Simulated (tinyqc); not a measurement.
From theta_A back to adsorption energy of A, E_A: microkinetic model of a Langmuir-Hinshelwood surface reaction A + (1/2) B2 = AB with Bronsted-Evans-Polanyi barriers. Computed by tinyqc, a small Python program. Command: `OMP_NUM_THREADS=1 python tinyqc.py 3025559 3025560 out.jsonl microkin inv`. One thread of a shared host (Intel(R) Xeon(R) Processor @ 2.30GHz), about 0.01 s of CPU time with the checks.

A adsorbs in equilibrium; B2 dissociates irreversibly on two free sites; adsorbed A and B react irreversibly and AB leaves at once. theta_A + theta_B + theta_* = 1.

Inputs (values chosen for the exercise, for a model catalyst): adsorption energy per B atom, E_B = -1.13 eV; entropy loss of A, S_A = 1.9 meV/K; entropy loss of B2, S_B = 1.8 meV/K; slope a1 of the dissociation barrier = 0.44; intercept b1 = 1.6 eV; slope a2 of the reaction barrier = 0.27; intercept b2 = 0.26 eV; pressure p_A = 0.021 bar; pressure p_B = 0.63 bar; temperature T = 800 K.

Constants: k_B = 8.617333262e-05 eV/K; hbar = 6.582119569e-16 eV s.

Method. K_A = exp(-(E_A + T S_A)/(k_B T)) per bar; barriers E1 = max(b1 + a1 2 E_B, 0), E2 = b2 - a2 (E_A + E_B); k1 = (k_B T/h) exp(-S_B/k_B) exp(-E1/(k_B T)) per bar, k2 = (k_B T/h) exp(-E2/(k_B T)), h = 2 pi hbar. theta_A = K_A p_A theta_*; 2 k1 p_B theta_*^2 = k2 theta_A theta_B, so theta_B = w theta_* with w = 2 k1 p_B/(k2 K_A p_A); theta_* = 1/(1 + K_A p_A + w); rate r = k2 theta_A theta_B.

Question. A run gave the result below. Find the adsorption energy of A, E_A, known to lie between -2 and -0.62 eV.

theta_A = 3.157818e-05

Answer.

Each step takes the trial c = (a f_b - b f_a)/(f_b - f_a), f being the result less the target; c replaces end b, the old b replaces a if the sign of f changed, and otherwise f_a is halved.

Scan of the range:
```
adsorption energy of A, E_A (eV)      theta_A
-2.00                             9.56871e-01
-1.77                             4.41070e-01
-1.54                             2.73016e-02
-1.31                             9.97242e-04
-1.08                             3.54672e-05
-0.85                             1.24664e-06
-0.62                             3.90677e-08
```

False position (Illinois rule) inside the bracket:
```
step     end a     end b     trial      theta_A
1     -1.08000  -0.85000  -1.05386  2.42665e-05
2     -1.08000  -1.05386  -1.07451  3.27496e-05
3     -1.05386  -1.07451  -1.07166  3.14216e-05
4     -1.07451  -1.07166  -1.07199  3.15753e-05
5     -1.07451  -1.07199  -1.07201  3.15809e-05
6     -1.07199  -1.07201  -1.07200  3.15782e-05
7     -1.07201  -1.07200  -1.07200  3.15782e-05
```

theta_A falls at every point of a 13-point scan of the range (every second point is shown), so one value fits; it is bracketed by -1.08 and -0.850. Answer: adsorption energy of A, E_A = -1.072 eV.
